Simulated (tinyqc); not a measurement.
# Random telegraph noise from one oxide trap in a small MOSFET: effects of single changes

An acceptor-like trap exchanges electrons with the channel. Inversion charge Q = Cox u, u = n Vt W0(exp((Vg - VT)/(n Vt))), W0 the Lambert function, n = nf, Cox = eps0 eox/tox; linear regime Id = (W/L) mu Q Vd. Relative to threshold the surface potential rises by Vt ln(u/u0) and the oxide voltage by the rest of Vg - VT, with u0 = n Vt W0(1).

Inputs (values chosen for the exercise); values of the order met in silicon transistors:
```
symbol,value,unit,meaning
T,200,K,temperature
eox,3.9,,relative permittivity of the gate insulator (close to silicon dioxide)
tox,2.5,nm,insulator thickness
xt,0.52,nm,depth of the trap from the channel interface
E0,0.14,eV,trap level above the channel Fermi level at threshold
s0,9e-17,cm^2,capture prefactor
EB,0.2,eV,capture barrier (lattice relaxation)
lt,0.12,nm,tunnelling decay length
vth,1.2e7,cm/s,thermal velocity
zi,2.4,nm,thickness of the inversion layer
VT,0.51,V,threshold voltage
nf,1.33,,body factor
W,35,nm,gate width
L,94,nm,gate length
mu,230,cm^2/(V s),mobility
asc,1.6e-15,V s,scattering coefficient of the charged trap
Vd,0.02,V,drain voltage
Vg,0.94,V,gate voltage
```

Constants: q = 1.602176634e-19 C, kB = 1.380649e-23 J/K, Vt = kB T/q, eps0 = 8.8541878128e-14 F/cm where lengths are in cm. Results are converted to the units shown.

Each table varies one quantity; the others keep the values above.

## Time constants and noise against gate voltage

N = Cox u/q; dpsi = Vt ln(u/u0); E = E0 - dpsi - (xt/tox)(Vg - VT - dpsi); capture time tc = 1/[(N/zi) vth s0 exp(-xt/lt - EB/Vt)]; emission time te = tc exp(-E/Vt); occupancy te/(tc + te). A = W L; threshold step dV = q (1 - xt/tox)/(Cox A); gm/Id = 1/(u + n Vt); relative step dI/I = (gm/Id) dV + asc mu/A. fc = (1/tc + 1/te)/(2 pi); rms = (dI/I) sqrt(tc te)/(tc + te).

Time constants and noise against gate voltage:
```
Vg (V)     E (eV)     tc (s)     te (s)  occupancy  dI/I (%)  fc (Hz)  rms dI/I (%)
0.72     0.061654  0.0013063  3.6511e-5   0.027191    2.6061   4480.9       0.42386
0.78     0.045333  9.8587e-4  7.1037e-5   0.067212    2.2759   2401.9       0.56987
0.84     0.029793  7.8790e-4  1.3987e-4    0.15076    2.0615   1339.9       0.73764
0.9      0.014778  6.5438e-4  2.7761e-4    0.29787    1.9121   816.53       0.87445
0.96    1.3925e-4  5.5864e-4  5.5414e-4    0.49798    1.8025   572.11       0.90126
1.02    -0.014219  4.8682e-4  0.0011109    0.69530    1.7189   470.20       0.79119
1.08    -0.028360  4.3104e-4  0.0022344    0.83828    1.6532   440.46       0.60868
1.14    -0.042328  3.8654e-4  0.0045061    0.92100    1.6001   447.07       0.43163
1.2     -0.056154  3.5022e-4  0.0091069    0.96297    1.5565   471.92       0.29394
```

tc falls from 0.00131 to 3.50e-4 s as the channel fills and te rises from 3.65e-5 to 0.00911 s; they are equal at Vg = 0.961 V, where E = 0. The rms noise goes from 0.424 through a maximum of 0.901 (at Vg = 0.96 V among the rows listed) to 0.294 %. The slope -Vt d ln(tc/te)/dVg is 0.272 between the first two rows and 0.230 between the last two; it tends to xt/tox = 0.208 only when the surface potential stops moving.

## Effect of the gate length

Same model as above.

The same in every row: E (eV) = 0.004984; tc (s) = 5.874e-4; te (s) = 4.399e-4; occupancy = 0.4282; fc (Hz) = 632.8.

Results:
```
L (nm)  dI/I (%)  rms dI/I (%)
15         11.50         5.692
25         6.902         3.415
67         2.575         1.274
110        1.569        0.7762
180       0.9586        0.4743
300       0.5752        0.2846
500       0.3451        0.1708
```

Estimate the missing row, L = 41 nm.

Computed row:
```
L (nm)  dI/I (%)  rms dI/I (%)
41         4.209         2.082
```

With this row back in the table: As L goes from 15 to 500, tc stays at 5.87e-4 s, te stays at 4.40e-4 s and dI/I falls from 11.5 to 0.345 %. The step goes as 1/(W L), while the times do not depend on the size.

Range of the model: VT is taken as given; short-channel effects and the uneven flow of current among few electrons are left out.

Program tinyqc, `OMP_NUM_THREADS=1 python tinyqc.py 2710143 2710144 out.jsonl`; Intel Xeon 2.30GHz, shared host, one thread, about 0.01 s.
